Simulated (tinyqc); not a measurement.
# Band bending at a free surface with one surface level, surface photovoltage and Kelvin probe: what changes with what

n-type bulk, xi = Ec - EF = Vt ln(Nc/Nd), p0 = ni^2/Nd, ni = sqrt(Nc Nv) exp(-Eg/(2 Vt)), Eg in volts. b is the upward band bending, u = b/Vt. Space charge per area, in units of q: Qc = sign(b) sqrt((2 eps0 eps_r Vt/q) [(Nd + dn)(exp(-u) - 1) + Nd u + (p0 + dn)(exp(u) - 1)]), with dn the excess density under light (flat quasi-Fermi levels; 0 in the dark). The level holds -Ns f, f = 1/(1 + exp((xi + b - Es)/Vt)). Neutrality: Qc + Qf + (charge of the states) = 0.

Parameters, values chosen for the exercise; band and dielectric values those of a made-up semiconductor:
```
symbol,value,unit,meaning
T,350,K,temperature
Eg,1.27,eV,band gap
eps_r,9.39,,relative permittivity
Nc,7.5e17,cm^-3,conduction-band density of states at T
Nv,1.68e19,cm^-3,valence-band density of states at T
chi,5.1,eV,electron affinity
Nd,7.5e16,cm^-3,donor density
Qf,0,cm^-2,fixed positive charge at the surface
pt,4.4,eV,work function of the probe tip
Ns,6.6e12,cm^-2,density of an acceptor-like surface level
Es,0.33,eV,its depth below the conduction edge
```

Constants: q = 1.602176634e-19 C, kB = 1.380649e-23 J/K, Vt = kB T/q, eps0 = 8.8541878128e-14 F/cm where lengths are in cm. Results are converted to the units shown.

Each table varies one quantity; the others keep the values above.

## Kelvin-probe contrast of the doping

Work function chi + xi + b; contact potential difference CPD = (work function of the sample) - pt. b solves the neutrality condition in the dark.

Results:
```
Nd (cm^-3)  xi (eV)   b (V)  CPD (mV)
8.4e13       0.2744  0.2421      1216
2.2e14       0.2453  0.2557      1201
1.4e15       0.1895  0.2817      1171
3.7e15       0.1602  0.2954      1156
9.6e15       0.1314  0.3087      1140
2.5e16       0.1026  0.3220      1125
6.4e16      0.07423  0.3347      1109
```

Estimate the missing row, Nd = 5.6e14 cm^-3.

Computed row:
```
Nd (cm^-3)  xi (eV)   b (V)  CPD (mV)
5.6e14       0.2172  0.2688      1186
```

With this row back in the table: xi falls by 200 mV over the table and the CPD by 108 mV; b rises from 0.242 to 0.335 V. Between the first two rows the CPD follows 53.4 % of the change of xi, and between the last two 55.2 %. It is below 100 % where b rises with the doping (pinning hides it).

## Photovoltage against injection

Same model as above.

Under chopped light the surface charge keeps its dark value, so b falls to bL with Qc(bL, dn) = Qc(b, 0); the photovoltage is b - bL.

Photovoltage against injection:
```
dn (cm^-3)    bL (V)  photovoltage (mV)  share of b removed (%)
7.7e7        0.33675          0.0021872               6.4950e-4
1.3e9        0.33672           0.036884                0.010953
2.4e10       0.33609            0.66687                 0.19803
4.1e11       0.32803             8.7221                  2.5900
7.2e12       0.29136             45.398                  13.481
1.3e14       0.22992             106.83                  31.724
2.2e15       0.16004             176.72                  52.477
3.8e16      0.087429             249.33                  74.038
6.7e17      0.030292             306.46                  91.005
```

Read the table: what changes, and by how much?

The photovoltage rises from 0.00219 to 306 mV, towards the full b = 337 mV. Its steepest rise is 58.7 mV a decade (Vt ln 10 = 69.4 mV), and it reaches 91.0 % of b in the last row: even strong light does not flatten the bands fully, so a saturation reading understates b. For dn = 6.7e17 the injection is high, and a Dember voltage, left out here, adds to the signal.

tinyqc, about 0.01 s, one thread, Intel Xeon 2.30GHz (shared host): `OMP_NUM_THREADS=1 python tinyqc.py 2430143 2430144 out.jsonl`
